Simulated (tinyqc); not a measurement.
Inside a calculation (part 1 of 2). Method: G0W0 on RHF in the sto-3g basis, for BeH2, spin multiplicity 1. Computed by tinyqc, a small Python program that keeps every step (integrals from PySCF). Settings: charge = 0, multiplicity = 1, basis = sto-3g, method = RHF, energy threshold = 1e-10, iteration cap = 70, orthogonalisation = canonical, start = Wolfsberg-Helmholz matrix, DIIS depth = 6. Command: `OMP_NUM_THREADS=1 python tinyqc.py 21725 21726 out.jsonl` (the two numbers bound the seeds that draw the settings). One thread of a shared host (Intel(R) Xeon(R) Processor @ 2.60GHz), about 0.06 s of CPU time with the checks. The early iterations of the SCF are left out here.

## One-electron integrals

Geometry (angstrom):

| atom | x | y | z |
|---|---|---|---|
| Be | 0.000000 | 0.000000 | 0.000000 |
| H | 0.000000 | 1.405000 | 0.075000 |
| H | 0.000000 | -1.405000 | 0.075000 |

Basis sto-3g: exponents (1/bohr^2) and contraction coefficients of normalised primitives:

| element | l (shell) | exponent | coefficient |
|---|---|---|---|
| Be | s (1) | 30.167871 | 0.154329 |
| Be | s (1) | 5.495115 | 0.535328 |
| Be | s (1) | 1.487193 | 0.444635 |
| Be | s (2) | 1.314833 | -0.099967 |
| Be | s (2) | 0.305539 | 0.399513 |
| Be | s (2) | 0.099371 | 0.700115 |
| Be | p (3) | 1.314833 | 0.155916 |
| Be | p (3) | 0.305539 | 0.607684 |
| Be | p (3) | 0.099371 | 0.391957 |
| H | s (1) | 3.425251 | 0.154329 |
| H | s (1) | 0.623914 | 0.535328 |
| H | s (1) | 0.168855 | 0.444635 |

Overlap, kinetic and nuclear-attraction integrals over the contracted functions; the nuclear repulsion is the sum of Za Zb / Rab.

nuclear repulsion = 3.19714418 hartree

overlap S, lower triangle:
```
           1Be 1s    1Be 2s   1Be 2px    1Be 2py   1Be 2pz     2H 1s     3H 1s
1Be 1s   1.000000
1Be 2s   0.259517  1.000000
1Be 2px  0.000000  0.000000  1.000000
1Be 2py  0.000000  0.000000  0.000000   1.000000
1Be 2pz  0.000000  0.000000  0.000000   0.000000  1.000000
2H 1s    0.059949  0.433133  0.000000   0.505564  0.026987  1.000000
3H 1s    0.059949  0.433133  0.000000  -0.505564  0.026987  0.027052  1.000000
```

kinetic energy T (hartree), lower triangle:
```
            1Be 1s    1Be 2s   1Be 2px    1Be 2py   1Be 2pz      2H 1s     3H 1s
1Be 1s    6.693975
1Be 2s   -0.033012  0.211111
1Be 2px   0.000000  0.000000  0.660592
1Be 2py   0.000000  0.000000  0.000000   0.660592
1Be 2pz   0.000000  0.000000  0.000000   0.000000  0.660592
2H 1s    -0.015321  0.059136  0.000000   0.171762  0.009169   0.760032
3H 1s    -0.015321  0.059136  0.000000  -0.171762  0.009169  -0.008281  0.760032
```

nuclear attraction V (hartree), lower triangle:
```
             1Be 1s     1Be 2s    1Be 2px    1Be 2py    1Be 2pz      2H 1s      3H 1s
1Be 1s   -15.313298
1Be 2s    -2.094456  -3.024920
1Be 2px    0.000000   0.000000  -2.933959
1Be 2py    0.000000   0.000000   0.000000  -3.151304
1Be 2pz   -0.001741  -0.014970   0.000000   0.000000  -2.934579
2H 1s     -0.482352  -1.251651   0.000000  -1.427143  -0.077757  -2.910313
3H 1s     -0.482352  -1.251651   0.000000   1.427143  -0.077757  -0.091810  -2.910313
```

core Hamiltonian H = T + V (hartree), lower triangle:
```
            1Be 1s     1Be 2s    1Be 2px    1Be 2py    1Be 2pz      2H 1s      3H 1s
1Be 1s   -8.619323
1Be 2s   -2.127468  -2.813809
1Be 2px   0.000000   0.000000  -2.273367
1Be 2py   0.000000   0.000000   0.000000  -2.490712
1Be 2pz  -0.001741  -0.014970   0.000000   0.000000  -2.273987
2H 1s    -0.497673  -1.192515   0.000000  -1.255381  -0.068588  -2.150281
3H 1s    -0.497673  -1.192515   0.000000   1.255381  -0.068588  -0.100090  -2.150281
```

## Two-electron integrals

Functions are numbered as in S; the eight-fold symmetry (ij|kl) = (ji|kl) = (kl|ij) leaves the list below.

Two-electron integrals (ij|kl) in chemists' order, unique and non-zero (hartree):
```
(11|11) 2.298831    (21|11) 0.392036    (21|21) 0.079539    (22|11) 0.570988
(22|21) 0.143041    (22|22) 0.417683    (31|31) 0.014607    (32|31) 0.021888
(32|32) 0.092265    (33|11) 0.569578    (33|21) 0.143083    (33|22) 0.417589
(33|33) 0.449859    (41|41) 0.014607    (42|41) 0.021888    (42|42) 0.092265
(43|43) 0.024249    (44|11) 0.569578    (44|21) 0.143083    (44|22) 0.417589
(44|33) 0.401360    (44|44) 0.449859    (51|51) 0.014607    (52|51) 0.021888
(52|52) 0.092265    (53|53) 0.024249    (54|54) 0.024249    (55|11) 0.569578
(55|21) 0.143083    (55|22) 0.417589    (55|33) 0.401360    (55|44) 0.401360
(55|55) 0.449859    (61|11) 0.089531    (61|21) 0.018153    (61|22) 0.032904
(61|33) 0.032667    (61|41) 0.001616    (61|42) 0.003034    (61|44) 0.033394
(61|51) 0.000086    (61|52) 0.000162    (61|54) 0.000039    (61|55) 0.032669
(61|61) 0.004348    (62|11) 0.207658    (62|21) 0.052731    (62|22) 0.166541
(62|33) 0.160343    (62|41) 0.006914    (62|42) 0.041547    (62|44) 0.178736
(62|51) 0.000369    (62|52) 0.002218    (62|54) 0.000982    (62|55) 0.160396
(62|61) 0.013308    (62|62) 0.096996    (63|31) 0.004964    (63|32) 0.022919
(63|43) 0.007290    (63|53) 0.000389    (63|63) 0.009198    (64|11) 0.219109
(64|21) 0.056341    (64|22) 0.186682    (64|33) 0.175620    (64|41) 0.011278
(64|42) 0.064795    (64|44) 0.208562    (64|51) 0.000337    (64|52) 0.002235
(64|54) 0.001369    (64|55) 0.175673    (64|61) 0.014898    (64|62) 0.123942
(64|64) 0.164016    (65|11) 0.011696    (65|21) 0.003008    (65|22) 0.009965
(65|33) 0.009375    (65|41) 0.000337    (65|42) 0.002235    (65|44) 0.010355
(65|51) 0.004982    (65|52) 0.023039    (65|54) 0.007343    (65|55) 0.010156
(65|61) 0.000795    (65|62) 0.006616    (65|64) 0.008264    (65|65) 0.009639
(66|11) 0.373420    (66|21) 0.096565    (66|22) 0.340935    (66|33) 0.316164
(66|41) 0.015221    (66|42) 0.116745    (66|44) 0.390000    (66|51) 0.000813
(66|52) 0.006232    (66|54) 0.003941    (66|55) 0.316374    (66|61) 0.025078
(66|62) 0.249698    (66|64) 0.339435    (66|65) 0.018119    (66|66) 0.774606
(71|11) 0.089531    (71|21) 0.018153    (71|22) 0.032904    (71|33) 0.032667
(71|41) -0.001616   (71|42) -0.003034   (71|44) 0.033394    (71|51) 0.000086
(71|52) 0.000162    (71|54) -0.000039   (71|55) 0.032669    (71|61) 0.003966
(71|62) 0.011229    (71|64) 0.011537    (71|65) 0.000676    (71|66) 0.020274
(71|71) 0.004348    (72|11) 0.207658    (72|21) 0.052731    (72|22) 0.166541
(72|33) 0.160343    (72|41) -0.006914   (72|42) -0.041547   (72|44) 0.178736
(72|51) 0.000369    (72|52) 0.002218    (72|54) -0.000982   (72|55) 0.160396
(72|61) 0.011229    (72|62) 0.051460    (72|64) 0.052363    (72|65) 0.003461
(72|66) 0.098087    (72|71) 0.013308    (72|72) 0.096996    (73|31) 0.004964
(73|32) 0.022919    (73|43) -0.007290   (73|53) 0.000389    (73|63) 0.003917
(73|73) 0.009198    (74|11) -0.219109   (74|21) -0.056341   (74|22) -0.186682
(74|33) -0.175620   (74|41) 0.011278    (74|42) 0.064795    (74|44) -0.208562
(74|51) -0.000337   (74|52) -0.002235   (74|54) 0.001369    (74|55) -0.175673
(74|61) -0.011537   (74|62) -0.052363   (74|64) -0.051109   (74|65) -0.003466
(74|66) -0.098326   (74|71) -0.014898   (74|72) -0.123942   (74|74) 0.164016
(75|11) 0.011696    (75|21) 0.003008    (75|22) 0.009965    (75|33) 0.009375
(75|41) -0.000337   (75|42) -0.002235   (75|44) 0.010355    (75|51) 0.004982
(75|52) 0.023039    (75|54) -0.007343   (75|55) 0.010156    (75|61) 0.000676
(75|62) 0.003461    (75|64) 0.003466    (75|65) 0.004144    (75|66) 0.006753
(75|71) 0.000795    (75|72) 0.006616    (75|74) -0.008264   (75|75) 0.009639
(76|11) 0.016964    (76|21) 0.004196    (76|22) 0.011845    (76|33) 0.011658
(76|44) 0.012203    (76|51) 0.000058    (76|52) 0.000281    (76|55) 0.011668
(76|61) 0.000970    (76|62) 0.004856    (76|64) 0.005529    (76|65) 0.000362
(76|66) 0.010220    (76|71) 0.000970    (76|72) 0.004856    (76|74) -0.005529
(76|75) 0.000362    (76|76) 0.000343    (77|11) 0.373420    (77|21) 0.096565
(77|22) 0.340935    (77|33) 0.316164    (77|41) -0.015221   (77|42) -0.116745
(77|44) 0.390000    (77|51) 0.000813    (77|52) 0.006232    (77|54) -0.003941
(77|55) 0.316374    (77|61) 0.020274    (77|62) 0.098087    (77|64) 0.098326
(77|65) 0.006753    (77|66) 0.188295    (77|71) 0.025078    (77|72) 0.249698
(77|74) -0.339435   (77|75) 0.018119    (77|76) 0.010220    (77|77) 0.774606
```

## Orthogonalisation

S = U s U^T; canonical form X = U s^(-1/2), so that X^T S X = 1. Each column of U has its largest component positive (the first on a tie).

eigenvalues of S: 0.271370  0.372360  0.939981  1.000000  1.003663  1.701577  1.711048

X:
```
                 1          2          3         4          5          6         7
1Be 1s    0.000000  -0.346885   0.922458  0.000000  -0.219875   0.000000  0.249853
1Be 2s    0.000000   1.188893  -0.088495  0.000000  -0.033470   0.000000  0.521419
1Be 2px   0.000000   0.000000   0.000000  1.000000   0.000000   0.000000  0.000000
1Be 2py   1.344489   0.000000   0.000000  0.000000   0.000000   0.547177  0.000000
1Be 2pz   0.000000   0.065140   0.243009  0.000000   0.968631   0.000000  0.026806
2H 1s    -0.968853  -0.757473  -0.270220  0.000000   0.065729   0.379662  0.353139
3H 1s     0.968853  -0.757473  -0.270220  0.000000   0.065729  -0.379662  0.353139
```

## Iteration 7 (converged): orbitals

converged F (hartree), lower triangle:
```
            1Be 1s     1Be 2s   1Be 2px    1Be 2py    1Be 2pz      2H 1s      3H 1s
1Be 1s   -4.520061
1Be 2s   -1.288254  -0.619571
1Be 2px   0.000000   0.000000  0.213202
1Be 2py   0.000000   0.000000  0.000000  -0.207610
1Be 2pz   0.001228  -0.011412  0.000000   0.000000   0.212398
2H 1s    -0.306743  -0.391416  0.000000  -0.325025  -0.013784  -0.285602
3H 1s    -0.306743  -0.391416  0.000000   0.325025  -0.013784  -0.036412  -0.285602
```

Diagonalise F' = X^T F X, C = X C', fill 3 alpha and 3 beta electrons from the bottom; D = 2 C_occ C_occ^T. Each column has its largest component positive (the first on a tie).

F' = X^T F X (hartree), lower triangle:
```
          1          2          3         4          5          6          7
1  0.850420
2  0.000000   0.362787
3  0.000000   0.503185  -3.402192
4  0.000000   0.000000   0.000000  0.213202
5  0.000000  -0.115476   0.923793  0.000000  -0.023794
6  0.043384   0.000000   0.000000  0.000000   0.000000  -0.404083
7  0.000000   0.201618  -1.568643  0.000000   0.413203   0.000000  -1.263820
```

orbital energies (hartree): MO1 -4.523479, MO2 -0.444357, MO3 -0.405582, MO4 0.211781, MO5 0.213202, MO6 0.429035, MO7 0.851919

coefficients C:
```
               MO1        MO2        MO3        MO4       MO5        MO6        MO7
1Be 1s    0.991773  -0.219155   0.000000   0.025368  0.000000  -0.223032   0.000000
1Be 2s    0.031736   0.573838   0.000000  -0.111890  0.000000   1.162532   0.000000
1Be 2px   0.000000   0.000000   0.000000   0.000000  1.000000   0.000000   0.000000
1Be 2py   0.000000   0.000000   0.500439   0.000000  0.000000   0.000000   1.362576
1Be 2pz  -0.000027   0.012526   0.000000   0.993625  0.000000   0.121705   0.000000
2H 1s    -0.003349   0.392979   0.412881   0.049266  0.000000  -0.786728  -0.955169
3H 1s    -0.003349   0.392979  -0.412881   0.049266  0.000000  -0.786728   0.955169
```

D after iteration 7, lower triangle:
```
            1Be 1s    1Be 2s   1Be 2px    1Be 2py   1Be 2pz      2H 1s     3H 1s
1Be 1s    2.063285
1Be 2s   -0.188569  0.660595
1Be 2px   0.000000  0.000000  0.000000
1Be 2py   0.000000  0.000000  0.000000   0.500878
1Be 2pz  -0.005545  0.014374  0.000000   0.000000  0.000314
2H 1s    -0.178890  0.450800  0.000000   0.413244  0.009845   0.649830
3H 1s    -0.178890  0.450800  0.000000  -0.413244  0.009845  -0.032054  0.649830
```

## Convergence

Stop when the energy changes by less than 1e-10 hartree and every element of the error matrix X^T (F D S - S D F) X is below 3e-06.

Course of the cycle:

| iteration | E (hartree) | change | largest element of the error matrix |
|---|---|---|---|
| 1 | -15.53296446 | - | 1.71e-01 |
| 2 | -15.55061571 | -1.77e-02 | 2.30e-02 |
| 3 | -15.55100682 | -3.91e-04 | 2.28e-03 |
| 4 | -15.55101772 | -1.09e-05 | 1.65e-04 |
| 5 | -15.55101777 | -5.34e-08 | 3.04e-05 |
| 6 | -15.55101777 | -1.94e-09 | 3.63e-07 |
| 7 | -15.55101777 | -7.46e-14 | 2.53e-09 |

PySCF RHF in the same basis = -15.55101777 hartree

Converged in 7 iterations.

## Integrals over molecular orbitals

(pq|rs) = sum C_ip C_jq C_kr C_ls (ij|kl), one index at a time.

one-electron integrals over orbitals h = C^T H C (hartree), lower triangle:
```
           1          2          3          4          5          6          7
1  -8.607775
2   0.218280  -2.406646
3   0.000000   0.000000  -2.360324
4  -0.026591   0.006490   0.000000  -2.271090
5   0.000000   0.000000   0.000000   0.000000  -2.273367
6   0.197568  -0.199746   0.000000  -0.027647   0.000000  -1.912201
7   0.000000   0.000000  -0.293665   0.000000   0.000000   0.000000  -1.829798
```

Two-electron integrals over orbitals (pq|rs), unique and non-zero (hartree):
```
(11|11) 2.271594    (21|11) -0.193768   (21|21) 0.025414    (22|11) 0.476780
(22|21) -0.006279   (22|22) 0.390368    (31|31) 0.005633    (32|31) 0.012962
(32|32) 0.162650    (33|11) 0.445095    (33|21) -0.002636   (33|22) 0.403213
(33|33) 0.426410    (41|11) 0.021727    (41|21) -0.002616   (41|22) 0.001804
(41|33) 0.001036    (41|41) 0.015912    (42|11) -0.009402   (42|21) 0.000872
(42|22) 0.005318    (42|33) 0.005516    (42|41) 0.014920    (42|42) 0.048628
(43|31) -0.000055   (43|32) 0.006653    (43|43) 0.014328    (44|11) 0.568395
(44|21) -0.007793   (44|22) 0.363154    (44|33) 0.349320    (44|41) -0.002856
(44|42) -0.013825   (44|44) 0.450871    (51|51) 0.015763    (52|51) 0.015136
(52|52) 0.048604    (53|53) 0.013899    (54|51) -0.001806   (54|52) -0.004764
(54|54) 0.024641    (55|11) 0.569178    (55|21) -0.007728   (55|22) 0.363757
(55|33) 0.349483    (55|41) 0.000711    (55|42) -0.004454   (55|44) 0.401096
(55|55) 0.449859    (61|11) -0.185915   (61|21) 0.025030    (61|22) -0.006307
(61|33) -0.003576   (61|41) -0.001107   (61|42) 0.002071    (61|44) -0.005497
(61|55) -0.005090   (61|61) 0.024962    (62|11) 0.120622    (62|21) -0.006366
(62|22) -0.020626   (62|33) -0.044540   (62|41) 0.002006    (62|42) -0.001812
(62|44) 0.056104    (62|55) 0.057538    (62|61) -0.004343   (62|62) 0.079363
(63|31) -0.001747   (63|32) -0.093238   (63|43) -0.005494   (63|63) 0.083889
(64|11) 0.009343    (64|21) 0.000211    (64|22) 0.001831    (64|33) -0.001557
(64|41) 0.015851    (64|42) 0.045259    (64|44) -0.002834   (64|55) 0.003403
(64|61) 0.001835    (64|62) 0.011153    (64|64) 0.048867    (65|51) 0.016262
(65|52) 0.046933    (65|54) -0.003227   (65|65) 0.050151    (66|11) 0.472660
(66|21) -0.006654   (66|22) 0.390736    (66|33) 0.401329    (66|41) 0.004468
(66|42) 0.013526    (66|44) 0.361042    (66|55) 0.362988    (66|61) -0.005886
(66|62) -0.030430   (66|64) 0.008700    (66|66) 0.408175    (71|31) 0.010606
(71|32) 0.019539    (71|43) -0.000329   (71|63) -0.001196   (71|71) 0.020273
(72|31) 0.003925    (72|32) -0.042465   (72|43) -0.006003   (72|63) 0.061288
(72|71) 0.007752    (72|72) 0.056736    (73|11) 0.144039    (73|21) -0.004680
(73|22) -0.003435   (73|33) -0.019401   (73|41) -0.000196   (73|42) -0.008537
(73|44) 0.063153    (73|55) 0.063213    (73|61) -0.003516   (73|62) 0.074407
(73|64) 0.004495    (73|66) -0.023947   (73|73) 0.084062    (74|31) -0.001434
(74|32) -0.014413   (74|43) 0.013044    (74|63) 0.008675    (74|71) -0.002407
(74|72) 0.002362    (74|74) 0.018112    (75|53) 0.013603    (75|75) 0.016704
(76|31) 0.010611    (76|32) 0.141040    (76|43) 0.007475    (76|63) -0.093148
(76|71) 0.016316    (76|72) -0.052762   (76|74) -0.012435   (76|76) 0.137897
(77|11) 0.566715    (77|21) -0.008500   (77|22) 0.418328    (77|33) 0.436351
(77|41) 0.000589    (77|42) 0.001177    (77|44) 0.386963    (77|55) 0.386528
(77|61) -0.008384   (77|62) -0.030041   (77|64) -0.003468   (77|66) 0.426901
(77|73) -0.005319   (77|77) 0.476580
```

## Screening: direct RPA

With D = e_a - e_i and K = (ia|jb): diagonalise D^(1/2) (D + 4K) D^(1/2) = Z w^2 Z^T; X + Y = D^(1/2) Z w^(-1/2), each column of Z with its largest component positive (the first on a tie); E_c = (sum w - tr (D + 2K)) / 2.

D^(1/2) (D + 4K) D^(1/2) (hartree^2), lower triangle:
```
           1>4        1>5        1>6        1>7        2>4       2>5       2>6        2>7
1>4  22.724072
1>5   0.000000  22.734799
1>6  -0.021447   0.000000  25.021894
1>7   0.000000   0.000000   0.000000  29.330802
2>4   0.105194   0.000000   0.014930   0.000000   0.558143
2>5   0.000000   0.106847   0.000000   0.000000   0.000000  0.560224
2>6   0.016321   0.000000  -0.036129   0.000000  -0.005486  0.000000  1.040071
2>7   0.000000   0.000000   0.000000   0.081851   0.000000  0.000000  0.000000   1.974514
3>4   0.000000   0.000000   0.000000  -0.002395   0.000000  0.000000  0.000000  -0.021481
3>5   0.000000   0.000000   0.000000   0.000000   0.000000  0.000000  0.000000   0.000000
3>6   0.000000   0.000000   0.000000  -0.010134   0.000000  0.000000  0.000000   0.254992
3>7  -0.001917   0.000000  -0.035098   0.000000  -0.031020  0.000000  0.311911   0.000000

           3>4       3>5       3>6       3>7
3>4   0.416520
3>5   0.000000  0.417295
3>6  -0.015776  0.000000  0.976647
3>7   0.000000  0.000000  0.000000  2.004139
```

excitation energies w (hartree): 0.644929  0.645984  0.746303  0.748137  0.956790  0.973628  1.426903  1.448034  4.767010  4.768156  5.002221  5.415815

X + Y:
```
            1         2          3          4          5          6          7          8
1>4  0.000000  0.000000  -0.011942   0.000000   0.000000  -0.001732   0.000000  -0.000053
1>5  0.000000  0.000000   0.000000  -0.012124   0.000000   0.000000   0.000000   0.000000
1>6  0.000000  0.000000  -0.001511   0.000000   0.000000   0.002302   0.000000   0.003564
1>7  0.000182  0.000000   0.000000   0.000000   0.002419   0.000000  -0.005492   0.000000
2>4  0.000000  0.000000   0.937407   0.000000   0.000000   0.007261   0.000000  -0.013681
2>5  0.000000  0.000000   0.000000   0.937501   0.000000   0.000000   0.000000   0.000000
2>6  0.000000  0.000000  -0.002958   0.000000   0.000000   0.908384   0.000000   0.219840
2>7  0.014050  0.000000   0.000000   0.000000  -0.272952   0.000000   0.926499   0.000000
3>4  0.978074  0.000000   0.000000   0.000000  -0.016579   0.000000  -0.009979   0.000000
3>5  0.000000  0.978721   0.000000   0.000000   0.000000   0.000000   0.000000   0.000000
3>6  0.026870  0.000000   0.000000   0.000000   0.907727   0.000000   0.179132   0.000000
3>7  0.000000  0.000000   0.028555   0.000000   0.000000  -0.321558   0.000000   0.893573

             9        10         11         12
1>4   0.996610  0.000000  -0.009063   0.000000
1>5   0.000000  0.996682   0.000000   0.000000
1>6   0.009493  0.000000   0.994973   0.000000
1>7   0.000000  0.000000   0.000000   0.996257
2>4   0.001763  0.000000   0.000207   0.000000
2>5   0.000000  0.001789   0.000000   0.000000
2>6   0.000314  0.000000  -0.000641   0.000000
2>7   0.000000  0.000000   0.000000   0.001462
3>4   0.000000  0.000000   0.000000  -0.000029
3>5   0.000000  0.000000   0.000000   0.000000
3>6   0.000000  0.000000   0.000000  -0.000130
3>7  -0.000054  0.000000  -0.000775   0.000000
```

RPA correlation energy = -0.04020408 hartree

## G0W0 on Hartree-Fock: HOMO

W(p,q,m) = sqrt2 sum_ia (pq|ia) (X+Y)_ia,m; Sigma_c(x) = sum_(i,m) W^2/(x - e_i + w_m) + sum_(a,m) W^2/(x - e_a - w_m); solve x = e_p + Sigma_c(x) by Newton steps; Z = 1/(1 - dSigma/dx); 1 hartree = 27.211386 eV.

The 12 largest terms at x = e_p (hartree; W for the signs of X + Y given):

| q | m | W | term |
|---|---|---|---|
| 2 | 5 | -0.103388 | 0.010737 |
| 7 | 8 | 0.129510 | -0.006199 |
| 6 | 7 | 0.101642 | -0.004568 |
| 2 | 7 | -0.079506 | 0.004313 |
| 6 | 5 | 0.084157 | -0.003954 |
| 3 | 6 | -0.048353 | 0.002401 |
| 7 | 6 | 0.057260 | -0.001470 |
| 3 | 8 | -0.038490 | 0.001023 |
| 4 | 1 | 0.019491 | -0.000301 |
| 5 | 2 | 0.019238 | -0.000293 |
| 2 | 12 | 0.027458 | 0.000138 |
| 3 | 3 | 0.006705 | 0.000060 |

Newton steps (hartree):

| step | x | Sigma_c(x) | Z |
|---|---|---|---|
| 0 | -0.405582 | 0.001852 | 0.975837 |
| 1 | -0.403774 | 0.001807 | 0.975879 |
| 2 | -0.403774 | 0.001807 | 0.975879 |

quasiparticle energy of the HOMO = -10.987258 eV

Hartree-Fock value = -11.036440 eV
